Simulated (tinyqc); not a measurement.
# Metal-interlayer-semiconductor contact, depinning against tunnelling resistance: effects of single changes

Zero bias, n-type semiconductor. Gap states at the semiconductor surface thin out as exp(-be ti), which unpins the barrier; electrons must then cross the interlayer (a rectangular barrier, no voltage drop across it) and the parabolic depleted layer, both by WKB. Energies E are counted from the Fermi level; no image force, parabolic bands.

Parameters, values chosen for the exercise; semiconductor values close to those of germanium; interlayer mass of the order of that in hafnium oxide, offset chosen freely:
```
symbol    value   unit                                                           meaning
T           250      K                                                       temperature
Eg        0.634     eV                                                          band gap
eps_r      15.6                                                    relative permittivity
chi        4.02     eV                                                 electron affinity
Nc      7.91e18  cm^-3                            conduction-band density of states at T
mt         0.12     m0                              tunnelling mass in the semiconductor
mA         1.12     m0                                                   Richardson mass
Nd       1.1e18  cm^-3                                                     donor density
E0        0.093     eV                    charge-neutrality level above the valence band
S0        0.049                                        pinning factor without interlayer
phiM       4.44     eV                                               metal work function
ti          0.5     nm                                              interlayer thickness
dE         1.64     eV  conduction-band offset of the interlayer above the semiconductor
mi          0.2     m0                                 tunnelling mass in the interlayer
be          4.3   1/nm               decay constant of gap states through the interlayer
```

Constants: q = 1.602176634e-19 C, kB = 1.380649e-23 J/K, eps0 = 8.8541878128e-12 F/m, hbar = 1.054571817e-34 J s, h = 6.62607015e-34 J s, m0 = 9.1093837015e-31 kg, Vt = kB T/q, hbar^2/(2 m0) = 0.0380998212 eV nm^2. Results are converted to the units shown.

Each table varies one quantity; the others keep the values above.

## Contact resistivity against the interlayer thickness

S = 1/(1 + (1/S0 - 1) exp(-be ti)); phiB = S (phiM - chi) + (1 - S)(Eg - E0); xi = Ec - EF deep inside, from Nd = Nc F(-xi/Vt), F(x) = (2/sqrt(pi)) int_0^infinity sqrt(u) du/(1 + exp(u - x)); band bending U = phiB - xi; E00 = (hbar/2) sqrt(Nd/(eps0 eps_r mt m0)) in volts; A = 4 pi q mA m0 kB^2/h^3. With U = phiB - xi: for xi < E < phiB, y = (E - xi)/U and G1 = (U/E00) [sqrt(1 - y) - y ln((1 + sqrt(1 - y))/sqrt(y))], G1 = 0 above phiB; G2 = 2 ti sqrt(mi max(phiB + dE - E, 0)/C), C = hbar^2/(2 m0); f = 1/(1 + exp(E/Vt)); 1/rho_c = (A T^2/Vt^2) times the integral of exp(-G1 - G2) f over E from xi upwards. Shares under 0.001 % are printed as 0; rows without band bending are left out.

The same in every row: E00/Vt = 0.661.

Contact resistivity against the interlayer thickness:
```
ti (nm),S,phiB (eV),rho_c (ohm cm^2),rho_c with G2 = 0 (ohm cm^2),peak of the integrand (eV),share above phiB (%)
0,0.0490,0.535,1.09,1.09,0.370,0.699
0.3,0.158,0.522,4.11,0.650,0.364,0.841
0.6,0.405,0.492,7.88,0.199,0.346,1.12
0.9,0.712,0.455,11.2,0.0460,0.323,1.56
1.2,0.900,0.432,28.1,0.0188,0.310,1.96
1.5,0.970,0.424,124,0.0134,0.306,2.23
1.8,0.992,0.421,690,0.0121,0.307,2.44
2.1,0.998,0.420,4.14e3,0.0118,0.308,2.64
2.4,0.999,0.420,2.53e4,0.0117,0.310,2.84
```

What does the comparison show?

As ti goes from 0 to 2.4, phiB falls from 0.535 to 0.420 eV and rho_c rises from 1.09 to 25300 ohm cm^2. No thickness listed beats the bare contact: tunnelling through the layer costs more than the change of the barrier gains. The ratio of rho_c to its value with G2 = 0 runs from 1.00 to 2.16e6.

## Contact resistivity against the conduction-band offset of the interlayer above the semiconductor

Same model as above.

The same in every row: S = 0.307; phiB (eV) = 0.504; E00/Vt = 0.661; rho_c with G2 = 0 (ohm cm^2) = 0.319.

Contact resistivity against the conduction-band offset of the interlayer above the semiconductor:
```
dE (eV),rho_c (ohm cm^2),peak of the integrand (eV),share above phiB (%)
0,0.746,0.365,2.02
0.5,2.02,0.356,1.13
1,3.73,0.354,1.05
1.5,6.06,0.353,1.01
2,9.19,0.353,0.994
2.5,13.3,0.353,0.980
3,18.6,0.352,0.970
```

What does the table show?

As dE goes from 0 to 3, phiB stays at 0.504 eV and rho_c rises from 0.746 to 18.6 ohm cm^2. The ratio of rho_c to its value with G2 = 0 runs from 2.34 to 58.5.

Numbers from tinyqc (`OMP_NUM_THREADS=1 python tinyqc.py 2270064 2270065 out.jsonl`; about 0.03 s on one thread of a shared Intel Xeon 2.30GHz).
